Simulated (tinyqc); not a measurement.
Moments against temperature: two-sublattice mean-field magnet: ferrimagnet, compensation points and susceptibility. Computed by tinyqc, a small Python program. Command: `OMP_NUM_THREADS=1 python tinyqc.py 3011954 3011955 out.jsonl ferri walk`. One thread of a shared host (Intel(R) Xeon(R) Processor @ 2.30GHz), about 0.01 s of CPU time with the checks.

A random alloy A(1-x)B(x) with H = -sum over pairs J S_i.S_j. a = <S_A> and b = <S_B> are taken along z, a > 0. Exchange fields: h_A = (1 - x) zJ_AA a + x zJ_AB b, h_B = (1 - x) zJ_AB a + x zJ_BB b; a = S_A B_(S_A)(S_A h_A/(k_B T)) and likewise for b, with the Brillouin function B_S(y) = [(2S + 1)/(2S)] coth[(2S + 1) y/(2S)] - [1/(2S)] coth[y/(2S)].

Inputs (values chosen for the exercise, for a model ferrimagnet):
```
quantity               value  unit
spin S_A                 1.5     -
spin S_B                 1.5     -
g factor g_A             2.1     -
g factor g_B               2     -
fraction x of B sites   0.18     -
z J_AA                    14   meV
z J_BB                  0.46   meV
z J_AB                  -3.1   meV
T over T_c              0.78     -
```

Constants: k_B = 8.617333262e-05 eV/K.

Method:
- Linearised, T (a, b) = M (a, b) with M_ij = S_i (S_i + 1) c_j zJ_ij/(3 k_B), c_A = 1 - x, c_B = x. T_c is the larger eigenvalue, and its eigenvector gives b/a at onset, (T_c - M_AA)/M_AB.
- Repeat from a = S_A, b = -S_B until a and b change by less than 1e-10.
- Net moment m = (1 - x) g_A a + x g_B b in mu_B per site; net spin s = (1 - x) a + x b.

T_c = 168.311 K

Sublattices:
```
T/T_c   T (K)    a/S_A   -b/S_B  m (mu_B)
0.05     8.42  1.00000  0.99706    2.0446
0.15    25.25  0.99983  0.87027    2.1126
0.30    50.49  0.98790  0.61030    2.2222
0.45    75.74  0.94325  0.42911    2.2047
0.60   100.99  0.85875  0.30484    2.0535
0.72   121.18  0.75369  0.22665    1.8244
0.84   141.38  0.59572  0.15514    1.4550
0.92   154.85  0.43324  0.10351    1.0632
0.97   163.26  0.26984  0.06130    0.6639
```

What does the comparison show, and why?

At 0.45 T_c A keeps 0.94 and B 0.43 of saturation. |m| first rises, to 2.222 at 0.3 T_c, because the minority sublattice falls faster (type P).
